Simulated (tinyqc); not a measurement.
Six-transistor SRAM cell, nodal equations and margins: one step of the calculation.

Two cross-coupled inverters (pull-down bn, pull-up bp) hold the nodes Q and QB; access transistors (ba, threshold VTn, gate on the word line at Vdd when selected) join them to the bit lines. Transistor (EKV form, voltages against the body): I = 2 n b Vt^2 [F(vp - Vs) - F(vp - Vd)] from drain to source, F(v) = ln^2(1 + exp(v/(2 Vt))), vp = (Vg - VT + sg |Vd - Vs|)/n. n-channel bodies are at 0; for the p-channel device all voltages are counted down from Vdd. b in uA/V^2 gives I in uA. For an access transistor the bit line is the drain and the node the source. In a read both bit lines are at Vdd. The cell is symmetric (no mismatch).

Question. Node voltages in a read by Newton steps. F1 = In(gate QB, drain Q) - Ip(gate QB, drain Q) - Ia(bit line, Q), F2 the same with Q and QB exchanged; J by central differences with +/- 1e-6 V; solve J d = -F, limit each component to +/- 0.15 V and add.

Values chosen for this exercise:
- T = 300 K (temperature)
- Vdd = 0.6 V (supply voltage)
- n = 1.15 (slope factor)
- sg = 0.092 (drain-induced barrier lowering)
- VTn = 0.43 V (n-channel threshold)
- VTp = 0.32 V (p-channel threshold (magnitude))
- bn = 490 uA/V^2 (gain factor of the pull-down transistor)
- ba = 240 uA/V^2 (gain factor of the access transistor)
- bp = 200 uA/V^2 (gain factor of the pull-up transistor)

Constants: q = 1.602176634e-19 C, kB = 1.380649e-23 J/K, Vt = kB T/q. Results are converted to the units shown.

(Q, QB) after iteration 1 (V): Q 0.03887734, QB 0.59999990

Wanted: F1, F2; J; (Q, QB) after iteration 2.

Answer.

F1, F2 (uA): [-0.62487, 0.00000]

J (uS):

|  | Q | QB |
|---|---|---|
| F1 | 105.66 | 19.70 |
| F2 | 0.00 | 47.60 |

(Q, QB) after iteration 2 (V): Q 0.04479, QB 0.60000

Numbers from tinyqc (`OMP_NUM_THREADS=1 python tinyqc.py 2340086 2340087 out.jsonl`; about 0.1 s on one thread of a shared Intel Xeon 2.30GHz).
